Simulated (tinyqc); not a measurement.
# Gain of the pnp from the holding current

Problem. On state with both base-emitter voltages at Von: npn base current Ib = (Von/Rs + bp Von/Rw)/(bn bp - 1), holding current Ih = (bn + 1) Ib + Von/Rs. Find bp.

Values chosen for this exercise: current gain of the npn bn = 13.2; substrate resistance shunting the npn Rs = 690 ohm; well resistance shunting the pnp Rw = 220 ohm; base-emitter voltage in the on state Von = 0.53 V.

Ih = 3.5448323 mA

Solution. Ih gives Ib, and Ib (bn bp - 1) = Von/Rs + bp Von/Rw is linear in bp.

bp = 5.60

Program tinyqc, `OMP_NUM_THREADS=1 python tinyqc.py 2670022 2670023 out.jsonl`; Intel Xeon 2.30GHz, shared host, one thread, about 0.04 s.
